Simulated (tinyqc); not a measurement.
Read current of a NAND string, cells in series solved by shooting: one step of the calculation.

Cells in series, numbered from 0 at the source line (0 V) to the bit line, each followed by a gap resistance Rg. A cell with gate Vg, threshold VT, source Vs and drain Vd passes I = 2 nf K Vt^2 [F(Vs) - F(Vd)]/(1 + th max(Vg - VT, 0)), F(V) = ln^2(1 + exp((Vg - VT - nf V)/(2 nf Vt))). The selected cell has Vg = Vr, the others Vg = Vp.

Task. Node voltages for a trial current. For a trial current I start at 0 V and, cell by cell (the selected one is cell 2), solve for the drain: sqrt(F(Vd)) = sqrt(F(Vs) - I/k), k = 2 nf K Vt^2/(1 + th max(Vg - VT, 0)), Vd = [Vg - VT - 2 nf Vt ln(exp(sqrt F) - 1)]/nf, then add I Rg.

Parameters, values chosen for the exercise; values of the order met in vertical NAND strings: temperature T = 300 K; gain factor of a cell K = 4.7 uA/V^2; slope factor nf = 2; mobility reduction factor th = 0.15 1/V; resistance of the gap between cells Rg = 29 kohm; bit-line voltage Vbl = 0.3 V; pass voltage Vp = 7.6 V; read voltage on the selected word line Vr = 1.9 V.

Constants: q = 1.602176634e-19 C, kB = 1.380649e-23 J/K, Vt = kB T/q. Results are converted to the units shown.

second trial current = 0.28 uA
thresholds from the source end, cell 0 to 3 (V): [4.2, -2.2, 1.2, -2.2]

Wanted: node voltage after each cell and gap, trial 2.

Result.

node voltage after each cell and gap, trial 2, cell 0 to 3 (V): [0.034787, 0.058053, 0.22204, 0.24591]

Numbers from tinyqc (`OMP_NUM_THREADS=1 python tinyqc.py 2142219 2142220 out.jsonl`; about 0.5 s on one thread of a shared Intel Xeon 2.30GHz).
